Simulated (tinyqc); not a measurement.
Admittance spectroscopy of a deep trap: admittance against temperature.

Schottky contact on an n-type layer with shallow donors Nd (all ionised) and a donor-like deep trap, neutral when filled and positive when empty; depletion approximation. Traps within lam of the depletion edge stay filled. The traps at xt = W - lam, where the level crosses the Fermi level, follow a slow signal and not a fast one. w = 2 pi f.

Emission rate en = sn vth(T) Nc(T) exp(-Et/kB T) = sn g T^2 exp(-Et/kB T), g = vth Nc/(300 K)^2, as vth goes as T^0.5 and Nc as T^1.5 (degeneracy factor 1). lam = sqrt(2 eps0 eps_r (EF - ET)/(q Nd)), EF - ET = Et - (kB T/q) ln(Nc(T)/Nd), Nc(T) = Nc (T/300 K)^1.5. In the steady state at the band bending V, 2 eps0 eps_r V/q = Nd W^2 + Nt (W - lam)^2 (the second term only if W > lam). V = Vbi + Vr. C_HF = eps0 eps_r/W, C_LF = eps0 eps_r (Nd + Nt)/(Nd W + Nt xt). Inflection frequency w0 = 2 en [1 + Nt xt/(Nd W)]; C = C_HF + (C_LF - C_HF)/(1 + (w/w0)^2), G/w = (C_LF - C_HF)(w/w0)/(1 + (w/w0)^2).

Inputs (values chosen for the exercise); material values close to those of gallium nitride: relative permittivity eps_r = 9.49; conduction-band density of states at 300 K Nc = 2.33e18 cm^-3; thermal velocity at 300 K vth = 2.6e7 cm/s; shallow donor density Nd = 6.2e16 cm^-3; built-in voltage Vbi = 0.96 V; depth of the trap below the conduction edge Et = 0.21 eV; capture cross-section sn = 7e-17 cm^2; trap density Nt = 9.9e15 cm^-3; reverse bias Vr = 0 V; signal frequency f = 43000 Hz.

Constants: q = 1.602176634e-19 C, kB = 1.380649e-23 J/K, eps0 = 8.8541878128e-14 F/cm where lengths are in cm. Results are converted to the units shown.

Result of one run:
```
w0/(2 pi) (Hz),C (nF/cm^2),G/w (nF/cm^2)
2.067e5,71.50,0.7331
```

Which temperature T gave this result: 220, 230, 250, 260 or 279 K?

T = 279 K.

The whole series:
```
T (K),w0/(2 pi) (Hz),C (nF/cm^2),G/w (nF/cm^2)
201,3595,67.73,0.3416
211,7043,67.84,0.6481
220,1.229e4,68.07,1.061
230,2.176e4,68.60,1.596
240,3.687e4,69.49,1.931
250,6.010e4,70.41,1.822
260,9.465e4,71.04,1.428
269,1.387e5,71.35,1.057
279,2.067e5,71.50,0.7331
289,3.003e5,71.56,0.5070
299,4.266e5,71.57,0.3541
```

G/w goes from 0.342 through a maximum of 1.93 (at T = 240 K among the rows listed) to 0.354 nF/cm^2, where w0 passes the signal: w0/(2 pi) rises from 3600 to 4.27e5 Hz. C rises from 67.7 to 71.6 nF/cm^2.

Computed by the program tinyqc: `OMP_NUM_THREADS=1 python tinyqc.py 2050144 2050145 out.jsonl`, one thread of a shared Intel Xeon 2.30GHz, about 0.01 s for the whole run.
